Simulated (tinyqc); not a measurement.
# Resonant-tunnelling diode, transfer matrices and Tsu-Esaki current, step by step

tinyqc, about 0.05 s, one thread, Intel Xeon 2.30GHz (shared host): `OMP_NUM_THREADS=1 python tinyqc.py 2600119 2600120 out.jsonl` Printed values are rounded.

Emitter (band edge 0), barrier d1, well Lw, barrier d2, collector (edge -V). The bias drops linearly over these layers and none in the contacts; each layer is cut into ns equal slices, flat at the value of their centres. E is the energy of motion across the layers, C = hbar^2/(2 m0), psi and psi'/m are continuous. Transport is coherent, T(E) is taken as independent of the transverse momentum, and charge in the well is ignored.

Parameters, values chosen for the exercise; masses and offsets close to those of GaN wells and AlGaN barriers:
```
symbol,value,unit,meaning
T,300,K,temperature
mw,0.2,m0,"mass in the well, spacer and contacts"
U1,0.59,eV,barrier height
m1,0.27,m0,barrier mass
d1,0.9,nm,emitter barrier
Lw,2.7,nm,well width
d2,0.8,nm,collector barrier
ns,1,,slices in each layer
Ef,0.073,eV,Fermi energy of both contacts above their band edges
V,0.067,V,bias of the collector
E,0.08155,eV,trial energy
```

Constants: q = 1.602176634e-19 C, kB = 1.380649e-23 J/K, hbar = 1.054571817e-34 J s, m0 = 9.1093837015e-31 kg, Vt = kB T/q, hbar^2/(2 m0) = 0.0380998212 eV nm^2. Results are converted to the units shown.

## Slices under bias

U = edge of the layer - V x/Lt at the centre x of each slice, Lt the summed thickness.

| slice | U (eV) | m (m0) | width (nm) |
|---|---|---|---|
| 0 | 0.583148 | 0.27 | 0.9 |
| 1 | -0.034261 | 0.2 | 2.7 |
| 2 | 0.529091 | 0.27 | 0.8 |

## Running product of the slice matrices at the trial energy

For the pair (psi, psi'/m) a flat layer has M = [[cos kd, (m/k) sin kd], [-(k/m) sin kd, cos kd]] with k = sqrt(m (E - U)/C) above its edge U, and M = [[cosh Kd, (m/K) sinh Kd], [(K/m) sinh Kd, cosh Kd]] with K = sqrt(m (U - E)/C) below it. Later slices stand to the left. With M acting on (psi, psi'/m) and v = k/m in each lead, T(E) = 4 vL vR/[(vL vR M12 - M21)^2 + (vR M11 + vL M22)^2]. vL = sqrt(mw E/C)/mw, vR = sqrt(mw (E + V)/C)/mw.

Product after each layer:

|  | M11 | M12 (nm) | M21 (1/nm) | M22 |
|---|---|---|---|---|
| barrier d1 | 2.81997 | 0.377596 | 18.4118 | 2.81997 |
| well | 2.62801 | 0.430172 | -18.8385 | -2.70310 |
| barrier d2 | 0.185641 | 0.143346 | -7.47785 | -0.387419 |

T(E) = 0.632328

## Transmission at three energies near the peak

three energies (eV): [0.074616, 0.078116, 0.081616]

The same product at each energy.

T(E) at these energies: [0.527577, 0.862967, 0.625387]

## Breit-Wigner parameters from a parabola through 1/T(E)

Near a resonance 1/T(E) = (1/Tp) [1 + (2 (E - Er)/G)^2]. With y = 1/T(E) at E0 - h, E0, E0 + h: a = (y1 + y3 - 2 y2)/(2 h^2), b = (y3 - y1)/(2 h), Er = E0 - b/(2 a), 1/Tp = y2 - b^2/(4 a), G = 2 sqrt(1/(Tp a)), tau = hbar/G.

Er = 0.0785568 eV
Tp = 0.869975
G = 9.78347 meV
tau = 67.2780 fs

The true maximum of T(E) lies at 0.078422 eV with height 0.8663 and full width 9.969 meV; the fitted G is 1.9 % below that width.

## Current from the resonance alone

J = J0 times the integral over E > 0 of T(E) N(E), N = ln[(1 + exp((Ef - E)/Vt))/(1 + exp((Ef - V - E)/Vt))], J0 = q^2 mw m0 kB T/(2 pi^2 hbar^3) (times 1e-4 for A/cm^2 per eV). For a sharp resonance J = J0 (pi G/2) Tp N(Er), with Er the peak energy, Tp the peak transmission and G the full width at half maximum (in eV). The three values given are estimates from a parabola through three points of 1/T(E).

J0 = 8.36731e7 A/(cm^2 eV)
N(Er) = 0.532783
J = 596.014 kA/cm^2

The full integral over T(E) gives 562.7 kA/cm^2; the value above is 5.9 % above it. With the exact position, height and width of the peak (Er = 0.078422 eV, Tp = 0.8663, G = 9.969 meV) the formula is 7.9 % above it.
